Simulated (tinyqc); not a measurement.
# MOS capacitor on a p-type substrate, surface potential from the exact charge relation: effects of single changes

Uniform p-type substrate, Boltzmann statistics, full ionisation, classical densities. psi is the surface potential against the body (positive when the bands bend down) and u = psi/Vt. Traps are spread evenly over the gap and neutral at flat band, so their charge is -q Dit psi; the minority quasi-Fermi level is shifted by Vb.

Parameters, values chosen for the exercise; band and dielectric values close to those of In0.53Ga0.47As: temperature T = 300 K; band gap Eg = 0.729 eV; relative permittivity eps_r = 14.2; conduction-band density of states at T Nc = 2.12e17 cm^-3; valence-band density of states at T Nv = 7.6e18 cm^-3; electron affinity chi = 4.43 eV; acceptor density of the substrate N = 9.5e16 cm^-3; relative permittivity of the gate insulator (close to silicon dioxide) eox = 3.9; insulator thickness tox = 15 nm; gate work function phiM = 4.65 eV; fixed charge at the interface, in units of q Nf = 0 cm^-2; density of interface traps Dit = 3.2e12 cm^-2 eV^-1; reverse bias of the inversion layer against the body Vb = 0 V.

Constants: q = 1.602176634e-19 C, kB = 1.380649e-23 J/K, Vt = kB T/q, eps0 = 8.8541878128e-14 F/cm where lengths are in cm. Results are converted to the units shown.

Each table varies one quantity; the others keep the values above.

## Capacitance-voltage curves

ni = sqrt(Nc Nv) exp(-Eg/(2 Vt)), Eg in volts; phiF = Vt ln(N/ni); Cox = eps0 eox/tox; Vfb = phiM - chi - (Eg - Vt ln(Nv/N)) - q Nf/Cox; Q0 = sqrt(2 eps0 eps_r q N Vt); r = (ni/N)^2 exp(-Vb/Vt); VT = Vfb + [(2 phiF + Vb)(1 + q Dit/Cox) + sqrt(2 eps0 eps_r q N (2 phiF + Vb))/Cox]. u = psi/Vt; F^2 = exp(-u) + u - 1 + r (exp(u) - u - 1); Qs = -sign(u) Q0 F; Cs = -dQs/dpsi = (Q0/Vt) |1 - exp(-u) + r (exp(u) - 1)|/(2 F). psi solves Vg = Vfb + psi + (q Dit psi - Qs)/Cox. Low frequency: 1/C_LF = 1/Cox + 1/(Cs + q Dit). High frequency, in the simple estimate in which traps and minority carriers do not follow: 1/C_HF = 1/Cox + 1/Cd, Cd being Cs with r = 0 at the same psi. Deep depletion: r = 0 and Dit = 0 both in the equation for psi and in Cs. Minority sheet density N_inv = (Q0/(2 q)) int_0^u r (exp(t) - 1)/F(t) dt for u > 0. N_inv under 1 cm^-2 is printed as 0. Regimes: accumulation when majority carriers gather, then depletion up to |psi| = phiF + Vb, weak inversion up to 2 phiF + Vb, strong inversion beyond.

Capacitance-voltage curves:

| Vg (V) | psi (V) | C_LF/Cox | C_HF/Cox | C_deep/Cox | N_inv (cm^-2) | regime |
|---|---|---|---|---|---|---|
| -1.19 | -0.077302 | 0.93649 | 0.92603 | 0.93904 | 0 | accumulation |
| -0.81 | -0.048192 | 0.90769 | 0.88380 | 0.90204 | 0 | accumulation |
| -0.43 | -0.0048391 | 0.86128 | 0.79927 | 0.80382 | 0 | accumulation |
| -0.05 | 0.057963 | 0.80993 | 0.67041 | 0.59629 | 77.769 | depletion |
| 0.33 | 0.13703 | 0.77750 | 0.55894 | 0.45285 | 1098.6 | depletion |
| 0.71 | 0.22509 | 0.76070 | 0.48765 | 0.37848 | 23421 | depletion |
| 1.09 | 0.31804 | 0.75082 | 0.44011 | 0.33176 | 6.8440e5 | weak inversion |
| 1.47 | 0.41406 | 0.74422 | 0.40546 | 0.29894 | 2.4017e7 | weak inversion |
| 1.85 | 0.51207 | 0.74096 | 0.37864 | 0.27426 | 9.4287e8 | weak inversion |
| 2.23 | 0.60623 | 0.78265 | 0.35805 | 0.25483 | 3.2253e10 | strong inversion |
| 2.61 | 0.66483 | 0.89908 | 0.34707 | 0.23902 | 2.6524e11 | strong inversion |
| 2.99 | 0.69327 | 0.94330 | 0.34215 | 0.22582 | 6.6430e11 | strong inversion |

Read the table: what changes, and by how much?

C_LF/Cox is lowest, 0.741, at Vg = 1.85 V (weak inversion) among the rows listed and is 0.943 in the last row, where C_HF/Cox is 0.342 and the deep-depletion value 0.226. Vfb = -0.396 V, where C_HF/Cox = 0.789 (Cox in series with eps0 eps_r/LD), and VT = 2.18 V. Over the last two rows psi moves by only 0.075 V a volt of gate bias, since the inversion charge screens the body. The traps add q Dit = 2.2 Cox beside Cs, which lifts C_LF above C_HF even in depletion. In strong accumulation and inversion degeneracy and confinement, left out here, lower the capacitance.

## Effect of the acceptor density of the substrate on threshold and swing

ni = sqrt(Nc Nv) exp(-Eg/(2 Vt)), Eg in volts; phiF = Vt ln(N/ni); Cox = eps0 eox/tox; Vfb = phiM - chi - (Eg - Vt ln(Nv/N)) - q Nf/Cox; VT = Vfb + [(2 phiF + Vb)(1 + q Dit/Cox) + sqrt(2 eps0 eps_r q N (2 phiF + Vb))/Cox]. gamma = sqrt(2 eps0 eps_r q N)/Cox; Wm = sqrt(2 eps0 eps_r (2 phiF + Vb)/(q N)); m = 1 + (eps0 eps_r/Wm + q Dit)/Cox; swing m Vt ln 10; Cmin/Cox = 1/(1 + Cox Wm/(eps0 eps_r)).

Effect of the acceptor density of the substrate on threshold and swing:

| N (cm^-3) | Vfb (V) | 2 phiF (V) | gamma (V^0.5) | VT (V) | Wm (nm) | m | swing (mV/decade) | Cmin/Cox |
|---|---|---|---|---|---|---|---|---|
| 1e15 | -0.2780 | 0.3595 | 0.08719 | 0.9345 | 751.2 | 3.300 | 196.4 | 0.06778 |
| 2.8e15 | -0.3046 | 0.4127 | 0.1459 | 1.121 | 481.0 | 3.341 | 198.9 | 0.1020 |
| 8.1e15 | -0.3321 | 0.4677 | 0.2481 | 1.347 | 301.0 | 3.409 | 202.9 | 0.1536 |
| 2.3e16 | -0.3590 | 0.5216 | 0.4181 | 1.626 | 188.7 | 3.517 | 209.3 | 0.2245 |
| 6.6e16 | -0.3863 | 0.5761 | 0.7083 | 2.011 | 117.0 | 3.694 | 219.9 | 0.3182 |
| 1.9e17 | -0.4136 | 0.6308 | 1.202 | 2.577 | 72.19 | 3.984 | 237.1 | 0.4307 |
| 5.3e17 | -0.4402 | 0.6838 | 2.007 | 3.427 | 45.00 | 4.441 | 264.3 | 0.5483 |
| 1.5e18 | -0.4671 | 0.7376 | 3.377 | 4.814 | 27.78 | 5.193 | 309.1 | 0.6628 |

What does the comparison show?

As N goes from 1e15 to 1.5e18, VT rises from 0.934 to 4.81 V, the swing rises from 196 to 309 mV/decade and Cmin/Cox rises from 0.0678 to 0.663. Of the change of VT by 3.88 V, -0.189 V comes from Vfb and 4.07 V from the band bending and the charge it takes. gamma goes as N^(0.50) and Wm as N^(-0.45); phiF, which grows slowly with N, keeps the latter from -1/2.

## Effect of the reverse bias of the inversion layer against the body on threshold and swing

Same model as above.

In this table Dit = 0 cm^-2 eV^-1.

The same in every row: Vfb (V) = -0.3957; 2 phiF (V) = 0.5950; gamma (V^0.5) = 0.8498.

Effect of the reverse bias of the inversion layer against the body on threshold and swing:

| Vb (V) | VT (V) | Wm (nm) | m | swing (mV/decade) | Cmin/Cox |
|---|---|---|---|---|---|
| 0 | 0.8548 | 99.14 | 1.551 | 92.32 | 0.3552 |
| 0.4 | 1.447 | 128.2 | 1.426 | 84.88 | 0.2987 |
| 0.8 | 2.003 | 151.8 | 1.360 | 80.94 | 0.2646 |
| 1.2 | 2.538 | 172.2 | 1.317 | 78.41 | 0.2408 |
| 1.6 | 3.058 | 190.4 | 1.287 | 76.60 | 0.2229 |
| 2 | 3.568 | 207.1 | 1.264 | 75.23 | 0.2087 |
| 2.4 | 4.070 | 222.4 | 1.246 | 74.14 | 0.1971 |
| 2.8 | 4.565 | 236.8 | 1.231 | 73.25 | 0.1874 |

As Vb goes from 0 to 2.8, VT rises from 0.855 to 4.57 V, the swing falls from 92.3 to 73.3 mV/decade and Cmin/Cox falls from 0.355 to 0.187. Vfb does not move. The slope |dVT/dVb| between the first two rows is 1.48, close to m (VT is counted against the body; against the source it is m - 1).

Numbers from tinyqc (`OMP_NUM_THREADS=1 python tinyqc.py 2060034 2060035 out.jsonl`; about 0.01 s on one thread of a shared Intel Xeon 2.30GHz).
